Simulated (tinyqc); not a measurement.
Changing the silicon available t_Si: thermodynamics of metal silicides: hull, first phase, silicon consumed, nucleation and stability against SiO2. Computed by tinyqc, a small Python program. Command: `OMP_NUM_THREADS=1 python tinyqc.py 3010356 3010357 out.jsonl silphase sweep`. One thread of a shared host (Intel(R) Xeon(R) Processor @ 2.30GHz), about 0.03 s of CPU time with the checks.

Entropies of formation of the solids are neglected, so heats stand for free energies. Si fractions: M2Si 0.3333, MSi 0.5000, MSi2 0.6667.

Inputs (values chosen for the exercise, of the order of those of nickel silicides for heats and volumes only):

| quantity | value | unit |
|---|---|---|
| heat of formation of M2Si | -45.2 | kJ/mol atoms |
| heat of formation of MSi | -41 | kJ/mol atoms |
| heat of formation of MSi2 | -30 | kJ/mol atoms |
| molar volume of M | 6.59 | cm^3/mol |
| molar volume of Si | 12.06 | cm^3/mol |
| metal thickness t | 25 | nm |

Phases: M2Si, MSi, MSi2.

Method. A phase is stable if it lies below every straight line between a phase on its left and one on its right (M and Si at zero). Distance = its heat less the lowest such line, negative for a stable phase. Overall Si fraction x0 = (t_Si/V_Si)/(t_Si/V_Si + t/V_M). In equilibrium the two stable phases that bracket x0 share the atoms by the lever rule.

One run for each value:

| silicon available t_Si (nm) | overall Si fraction x0 | share of atoms in the Si-richer phase |
|---|---|---|
| 7.5 | 0.1408 | 0.4225 |
| 20.6 | 0.3105 | 0.9314 |
| 33.8 | 0.4249 | 0.5493 |
| 46.9 | 0.5062 | 0.0372 |
| 60.0 | 0.5674 | 0.4042 |
| 73.1 | 0.6151 | 0.6903 |
| 86.2 | 0.6533 | 0.9196 |
| 99.4 | 0.6848 | 0.0544 |
| 112.0 | 0.7100 | 0.1299 |

What does the table show, and why?

Over the rows, overall Si fraction x0 rises from 0.141 to 0.710 (exponent d ln y / d ln x 0.78 between the first rows and 0.30 between the last); share of atoms in the Si-richer phase lies between 0.0372 and 0.931 without a single trend. The share restarts from zero each time x0 passes the composition of a stable phase.

Extremes, crossings and ranges named in words are read from the listed rows.
